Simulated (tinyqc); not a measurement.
Biaxially strained (001) channel, valley splitting in an inversion layer: two steps of the calculation.

A thin layer grown on a relaxed buffer is stretched in the plane. The two valleys with their long axis along the growth direction (D2) sink against the four in-plane ones (D4); confinement in a triangular well splits them too. Only the lowest subband of each set is kept; one relaxation time, so the weakening of intervalley scattering is left out.

Parameters, values chosen for the exercise; values close to those of silicon on relaxed silicon-germanium:
```
symbol   value   unit                                meaning
T          325      K                            temperature
x         0.17         germanium share of the relaxed buffer
b1      0.0418                   lattice mismatch per unit x
c11        168    GPa                       elastic constant
c12       64.9    GPa                       elastic constant
Xu         8.9     eV            shear deformation potential
Ns      5.8e12  cm^-2                      inversion density
```

Constants: q = 1.602176634e-19 C, kB = 1.380649e-23 J/K, Vt = kB T/q. Results are converted to the units shown.

Problem 1. Strain, stress and splitting. e_par = b1 x, e_perp = -2 (c12/c11) e_par, splitting D = Xu (e_par - e_perp), in-plane stress (c11 + c12 - 2 c12^2/c11) e_par.

Find: e_par; e_perp; D; stress.

Solution 1.

e_par = 0.7106 %
e_perp = -0.5490 %
D = 112.1 meV
stress = 1.299 GPa

Problem 2. Fermi level by Newton steps. f = N2 ln(1 + exp((EF - E2)/Vt)) + N4 ln(1 + exp((EF - E4)/Vt)) - Ns, f' = [N2/(1 + exp((E2 - EF)/Vt)) + N4/(1 + exp((E4 - EF)/Vt))]/Vt, EF(new) = EF - f/f'.

EF at the start = 0.18 eV
E2 = 0.17972179 eV
E4 = 0.41441484 eV
N2 = 4.3754734e12 cm^-2
N4 = 1.9091025e13 cm^-2

Find: f; f'; EF after iteration 1.

Solution 2.

f = -2.7409e12 cm^-2
f' = 7.8662e13 cm^-2/eV
EF after iteration 1 = 0.21484 eV

Numbers from tinyqc (`OMP_NUM_THREADS=1 python tinyqc.py 2530017 2530018 out.jsonl`; about 0.01 s on one thread of a shared Intel Xeon 2.30GHz).
